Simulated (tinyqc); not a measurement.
# Activation energy from two powers

Problem. P(T) = Pd + Pl (T/300 K)^2 exp[(q Ea/kB)(1/(300 K) - 1/T)]. Find Ea and Pl.

Inputs (values chosen for the exercise):
- Pd = 11 W (temperature-independent switching power)

Constants: q = 1.602176634e-19 C, kB = 1.380649e-23 J/K. Results are converted to the units shown.

P at T = 360 and 400 K (W): 11.2746548  12.6454016

Answer. Subtract Pd; the ratio of the leakage powers, divided by the T^2 factors, is an Arrhenius factor.

Ea = 0.490 eV
Pl = 0.00810 W

Computed by the program tinyqc: `OMP_NUM_THREADS=1 python tinyqc.py 2520051 2520052 out.jsonl`, one thread of a shared Intel Xeon 2.30GHz, about 0.01 s for the whole run.
